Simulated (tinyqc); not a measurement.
Leaving out one process at a time: Debye-Callaway model of lattice thermal conductivity. Computed by tinyqc, a small Python program. Command: `OMP_NUM_THREADS=1 python tinyqc.py 3005078 3005079 out.jsonl callaway walk`. One thread of a shared host (Intel(R) Xeon(R) Processor @ 2.30GHz), about 0.01 s of CPU time with the checks.

Three acoustic branches with one velocity v, cut at omega_D = k_B Theta/hbar; x = hbar omega/(k_B T). v and Theta are separate inputs: Theta cuts off the heat-carrying modes, so C need not reach 3 k_B/V. gamma is an effective value that sets the umklapp rate.

Inputs (values chosen for the exercise, modelled on gallium arsenide):
```
quantity                              value        unit
sound velocity v                       3640         m/s
Debye temperature Theta                 351           K
volume per atom V                      22.6  angstrom^3
mean atomic mass M                     72.3           u
effective Grueneisen parameter gamma   2.32           -
umklapp exponent divisor b                2           -
alloy fraction f                       0.23           -
mass difference Delta M                16.7           u
Casimir length L                        230  micrometre
temperature T                            20           K
```

Sample: crystal. Point defects: alloy. Normal processes: left out.

Constants: k_B = 1.380649e-23 J/K; hbar = 1.054571817e-34 J s; u = 1.6605390666e-27 kg.

Method:
- For a random alloy on all sites Gamma = f (1 - f) (Delta M/M)^2, with M the mean mass; strain-field scattering is left out. A = V Gamma/(4 pi v^3).
- Rates: point defects A omega^4; umklapp B omega^2 T exp(-Theta/(b T)) with B = hbar gamma^2/(M v^2 Theta). Boundaries: v/L.
- kappa_1 = c int tau_C g dx, g = x^4 e^x/(e^x - 1)^2, c = (k_B/(2 pi^2 v)) (k_B T/hbar)^3, over 0 < x < min(Theta/T, 40), by 96 Gauss-Legendre points in s with x = x_max s^2; tau_C = tau_R, the inverse of the summed rates, and kappa = kappa_1.

Rayleigh coefficient A = 3.52346e-43 s^3

Conductivity at T:
```
case                   kappa (W/(m K))  ratio to all
all processes                   148.14             1
without point defects           5458.7        36.849
without boundaries              8968.0        60.538
without umklapp                 148.20        1.0004
```

What does the comparison show, and why?

Removing boundaries raises kappa most, by a factor 60.5; removing umklapp gives only 1.00. Without boundaries the long waves are held back only by the omega^2 umklapp rate.
